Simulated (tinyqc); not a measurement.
Deep level with several charge states, and Shockley-Read-Hall recombination: one step. Recombination through one level. Three cases, with inputs chosen for the exercise.

Task: Evaluate each quantity.

One level at Et with degeneracy 1: tn = 1/(sn vth Nt), tp = 1/(sp_ vth Nt), n1 = Nc exp((Et - Eg)/kT), p1 = Nv exp(-Et/kT), ni^2 = n1 p1. Equilibrium n0 = Nm, p0 = ni^2/Nm; n = n0 + dn, p = p0 + dn. U = (n p - ni^2)/(tp (n + n1) + tn (p + p1)), lifetime dn/U; emission rates en = sn vth n1, ep = sp_ vth p1.

Constants: kB = 8.617333262e-05 eV/K.

Case 1.

Values chosen (gap and densities of states near those of Si at this temperature; the results hold for these values, not for the real material):
- Eg = 1.055 eV (gap)
- Nc = 5.26e+19 1/cm^3 (conduction-band density of states)
- Nv = 2.22e+19 1/cm^3 (valence-band density of states)
- T = 450 K
- Et = 0.776 eV (recombination level above Ev)
- Nt = 1e+16 1/cm^3 (defects)
- sn = 8.9e-15 cm^2 (electron capture cross-section)
- sp_ = 2.5e-15 cm^2 (hole capture cross-section)
- vth = 19000000 cm/s (thermal velocity, both carriers)
- Nm = 1e+17 1/cm^3 (equilibrium electrons for the lifetime steps)
- dn = 9.5e+15 1/cm^3 (excess pairs)

Case 2.

Values chosen (gap and densities of states near those of SiC at this temperature; the results hold for these values, not for the real material):
- Eg = 3.198 eV (gap)
- Nc = 3.36e+19 1/cm^3 (conduction-band density of states)
- Nv = 6.07e+19 1/cm^3 (valence-band density of states)
- T = 450 K
- Et = 1.847 eV (recombination level above Ev)
- Nt = 2.4e+15 1/cm^3 (defects)
- sn = 3.6e-15 cm^2 (electron capture cross-section)
- sp_ = 6.9e-16 cm^2 (hole capture cross-section)
- vth = 13000000 cm/s (thermal velocity, both carriers)
- Nm = 2.4e+16 1/cm^3 (equilibrium electrons for the lifetime steps)
- dn = 1.7e+12 1/cm^3 (excess pairs)

Case 3.

Values chosen (gap and densities of states near those of Ge at this temperature; the results hold for these values, not for the real material):
- Eg = 0.653 eV (gap)
- Nc = 1.31e+19 1/cm^3 (conduction-band density of states)
- Nv = 6e+18 1/cm^3 (valence-band density of states)
- T = 350 K
- Et = 0.267 eV (recombination level above Ev)
- Nt = 1.8e+15 1/cm^3 (defects)
- sn = 3.8e-15 cm^2 (electron capture cross-section)
- sp_ = 1.5e-16 cm^2 (hole capture cross-section)
- vth = 15000000 cm/s (thermal velocity, both carriers)
- Nm = 3e+16 1/cm^3 (equilibrium electrons for the lifetime steps)
- dn = 1.7e+15 1/cm^3 (excess pairs)

Give: tn, tp; n1, p1; U; lifetime.

Result:

Case 1.

tn, tp (microsecond): 0.0005914  0.002105

n1, p1 (1/cm^3): 3.95e+16  4.52e+10

U = 3.26e+24 1/(cm^3 s)
lifetime = 0.00292 microsecond

The lifetime is 1.385 times the minority capture time tp and 1.08 times tn + tp, the limit of high injection.

Case 2.

tn, tp (microsecond): 0.008903  0.04645

n1, p1 (1/cm^3): 2.49e+04  0.125

U = 3.66e+19 1/(cm^3 s)
lifetime = 0.0465 microsecond

The lifetime is 1.000 times the minority capture time tp and 0.839 times tn + tp, the limit of high injection.

Case 3.

tn, tp (microsecond): 0.009747  0.2469

n1, p1 (1/cm^3): 3.62e+13  8.58e+14

U = 6.86e+21 1/(cm^3 s)
lifetime = 0.248 microsecond

The lifetime is 1.004 times the minority capture time tp and 0.966 times tn + tp, the limit of high injection.

Computed by tinyqc, one run a case: `OMP_NUM_THREADS=1 python tinyqc.py N N+1 out.jsonl` with N = 1651649, 1651975, 1652204; one thread of a shared Intel(R) Xeon(R) Processor @ 2.30GHz, about 0.01 s a run at most.
